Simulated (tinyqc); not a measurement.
Vacuum evaporation: vapour pressure, source flux, thickness distribution, purity and step coverage: one step, computed by the program tinyqc.

Molecular flow, unit sticking of the metal, no re-evaporation. The background gas is taken as water vapour (18.015 g/mol, collision diameter 0.37 nm) at 300 K.

Question. Vapour pressure and flux. log10(p_v/Pa) = A - B/T; flux from the surface Phi = p_v/sqrt(2 pi m k_B T), m = M u. Mass loss = Phi x area x m; heat of evaporation = ln(10) R B; d ln Phi/dT = ln(10) B/T^2 - 1/(2 T).

Inputs (values chosen for the exercise, modelled on aluminium, with constants for the liquid):
```
quantity                    value   unit
molar mass M                26.98  g/mol
vapour-pressure constant A  10.95      -
vapour-pressure constant B  16260      K
source temperature T         1530      K
source area                     2   cm^2
```

Constants: u = 1.6605390666e-27 kg; k_B = 1.380649e-23 J/K; R = 8.314462618 J/(mol K).

Give: vapour pressure p_v; flux Phi; mass loss; heat of evaporation; change of flux per kelvin.

Answer.

vapour pressure p_v = 2.1016 Pa

flux Phi = 2.7254e+18 1/(cm^2 s)

mass loss = 0.87912 g/h

heat of evaporation = 311.29 kJ/mol

change of flux per kelvin = 1.5667 %/K

Holding the rate to 1 % needs the temperature to about 0.64 K.
